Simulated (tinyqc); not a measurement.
Sweep of a biaxial (001) stress: six-band Luttinger-Kohn model with strain.

Six-band Luttinger-Kohn model in the basis |3/2,3/2>, |3/2,1/2>, |3/2,-1/2>, |3/2,-3/2>, |1/2,1/2>, |1/2,-1/2>, electron energies, zero at the top of the unstrained valence band. H = -[rows: (P+Q, -S, R, 0, -S/r2, r2 R); (-S*, P-Q, 0, R, -r2 Q, r32 S); (R*, 0, P-Q, S, r32 S*, r2 Q); (0, R*, S*, P+Q, -r2 R*, -S*/r2); (-S*/r2, -r2 Q, r32 S, -r2 R, P+Dso, 0); (r2 R*, r32 S*, r2 Q, -S/r2, 0, P+Dso)], r2 = sqrt(2), r32 = sqrt(3/2). Levels are twofold.

P = c g1 k^2 - av tr(e); Q = c g2 (kx^2 + ky^2 - 2 kz^2) - (b/2)(exx + eyy - 2 ezz); R = c sqrt3 [-g2 (kx^2 - ky^2) + 2i g3 kx ky] + (sqrt3/2) b (exx - eyy) - i d exy; S = 2 c sqrt3 g3 (kx - i ky) kz - d (exz - i eyz); c = hbar^2/2m0, e the strain tensor (not engineering shear).

s11 = (C11 + C12)/((C11 - C12)(C11 + 2 C12)), s12 = -C12/((C11 - C12)(C11 + 2 C12)), s44 = 1/C44; exx = s11 sxx + s12 (syy + szz) and cyclic, exy = s44 sxy/2; tension is positive. A uniaxial stress X along the unit vector n is s_ij = X n_i n_j.

Constants: hbar^2/2m0 = 3.80998211 eV angstrom^2.

Values chosen for the exercise (near those of Si; the results hold for these values, not for the real material): Dso = 0.046 eV (spin-orbit splitting); g1 = 4.28 (Luttinger gamma1); g2 = 0.34 (gamma2); g3 = 1.46 (gamma3); av = 2.6 eV (valence hydrostatic potential); b = -2.04 eV (tetragonal shear potential); d = -4.78 eV (trigonal shear potential); C11 = 157.9 GPa; C12 = 62.1 GPa; C44 = 83.5 GPa; load = biaxial (001) (kind of stress).

Edges at k = 0 and curvature masses of the top pair along [110] and [001] (step 0.0002 1/angstrom); at zero stress the top is fourfold and has no single curvature.

Edges and masses:

| X (GPa) | top (eV) | second (eV) | third (eV) | splitting (meV) | m [110] | m [001] |
|---|---|---|---|---|---|---|
| -2.10 | 0.0060 | -0.0208 | -0.1473 | 26.8 | 0.216 | 0.278 |
| -0.70 | 0.0020 | -0.0172 | -0.0695 | 19.2 | 0.216 | 0.278 |
| 0.00 | 0.0000 | 0.0000 | -0.0460 | 0.0 | - | - |
| 0.70 | 0.0344 | -0.0020 | -0.0397 | 36.4 | 0.271 | 0.184 |
| 1.40 | 0.0744 | -0.0040 | -0.0390 | 78.4 | 0.275 | 0.180 |
| 2.10 | 0.1159 | -0.0060 | -0.0398 | 121.9 | 0.276 | 0.179 |

Give the missing row, X (GPa) = -1.40.

Computed row:
```
X (GPa)  top (eV)  second (eV)  third (eV)  splitting (meV)  m [110]  m [001]
-1.40      0.0040      -0.0208     -0.1066             24.8    0.216    0.278
```

The splitting reaches 26.8 meV under compression and 121.9 meV under the same tension; linear shear terms alone would make the two equal, and the difference comes from the coupling to the split-off band. At the ends of the sweep the top pair has a mass along [110] of 0.216 under compression and 0.276 under tension, so compression gives the lighter holes along [110]; along [001] it has 0.278 and 0.179. The top edge itself moves by +6 and +116 meV.

tinyqc: `OMP_NUM_THREADS=1 python tinyqc.py 1050697 1050698 out.jsonl`; about 0.1 s, one thread, shared Intel(R) Xeon(R) Processor @ 2.30GHz.
